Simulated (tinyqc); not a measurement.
# Short-channel transistor, virtual-source model with series resistance: what changes with what

The current per gate width is the charge at the top of the source barrier (the virtual source) times its velocity times a saturation function; al and be are fitting constants of the model. Units: I in uA/um, Rs in ohm um, so I Rs = 1e-6 I Rs in volts; Q in uC/cm^2, so I = 1e-4 Q vx0 Fsat with vx0 in cm/s.

Values chosen for this exercise:
- T = 300 K (temperature)
- Cinv = 2.83 uF/cm^2 (inversion capacitance)
- vx0 = 5.03e6 cm/s (velocity at the virtual source)
- mu = 130 cm^2/(V s) (apparent mobility)
- L = 25 nm (channel length)
- VT0 = 0.488 V (threshold at zero drain voltage)
- dl = 0.196 V/V (drain-induced barrier lowering)
- n0 = 1.6 (subthreshold factor)
- nd = 0 1/V (growth of n with drain voltage)
- al = 3.5 (threshold shift (in units of Vt) from weak to strong inversion)
- be = 1.6 (sharpness of saturation)
- Rs = 150 ohm um (series resistance of each contact)

Constants: q = 1.602176634e-19 C, kB = 1.380649e-23 J/K, Vt = kB T/q. Results are converted to the units shown.

Each table varies one quantity; the others keep the values above.

## Effect of the series resistance of each contact on the on and off currents

Intrinsic voltages Vg' = Vgs - I Rs, Vd' = Vds - 2 I Rs. n = n0 + nd Vd', VT = VT0 - dl Vd', Ff = 1/(1 + exp((Vg' - VT + al Vt/2)/(al Vt))), Q = Cinv n Vt ln(1 + exp((Vg' - VT + al Vt Ff)/(n Vt))), Vdsat = (vx0 L/mu)(1 - Ff) + Vt Ff, Fsat = u/(1 + u^be)^(1/be) with u = Vd'/Vdsat, and I = Q vx0 Fsat per width. I is solved self-consistently. Ion is I at Vgs = Vds = 1.2 V, Ioff at Vgs = 0, Vds = 1.2 V, and Rlin = Vds/I at Vgs = 1.2 V, Vds = 0.05 V.

Results:
```
Rs (ohm um)  Ion (uA/um)  Ioff (nA/um)  log10(Ion/Ioff)  Rlin (ohm um)
0                 1333.6        942.61           3.1507         113.44
25                1270.1        941.93           3.1298         156.46
50                1212.3        941.26           3.1099         203.36
100               1111.1        939.91           3.0727         300.88
200               951.81        937.22           3.0067         499.50
300               832.10        934.56           2.9496         699.12
400               738.87        931.92           2.8992         898.97
```

Estimate the missing row, Rs = 150 ohm um.

Computed row:
```
Rs (ohm um)  Ion (uA/um)  Ioff (nA/um)  log10(Ion/Ioff)  Rlin (ohm um)
150               1025.4        938.56           3.0384         399.95
```

With this row back in the table: As Rs goes from 0 to 400 ohm um, Ion falls from 1330 to 739 uA/um, Ioff falls from 943 to 932 nA/um and Rlin rises from 113 to 899 ohm um. Ion changes by a factor of 0.554 and Ioff by 0.989.

## Effect of the apparent mobility on the on and off currents

Same model as above.

Result of one run:
```
mu (cm^2/(V s))  Ion (uA/um)  Ioff (nA/um)  log10(Ion/Ioff)  Rlin (ohm um)
410                     1037         939.1            3.043          332.2
```

What becomes of these results when the apparent mobility mu is changed from 410 to 50 cm^2/(V s), all else the same?

Result of the changed run:
```
mu (cm^2/(V s))  Ion (uA/um)  Ioff (nA/um)  log10(Ion/Ioff)  Rlin (ohm um)
50                     980.1         937.1            3.019          554.7
```

The whole series:
```
mu (cm^2/(V s))  Ion (uA/um)  Ioff (nA/um)  log10(Ion/Ioff)  Rlin (ohm um)
50                     980.1         937.1            3.019          554.7
85                      1012         938.1            3.033          451.6
140                     1027         938.6            3.039          392.9
240                     1034         938.9            3.042          354.7
410                     1037         939.1            3.043          332.2
700                     1038         939.2            3.044          319.0
1200                    1039         939.2            3.044          311.1
2000                    1039         939.2            3.044          306.7
```

As mu goes from 50 to 2000 cm^2/(V s), Ion rises from 980 to 1040 uA/um, Ioff stays near 939 nA/um and Rlin falls from 555 to 307 ohm um. Ion changes by a factor of 1.06 and Ioff by 1.00. Below threshold Vdsat is near Vt, so L and mu hardly reach the off current.

tinyqc, about 0.01 s, one thread, Intel Xeon 2.30GHz (shared host): `OMP_NUM_THREADS=1 python tinyqc.py 2380032 2380033 out.jsonl`
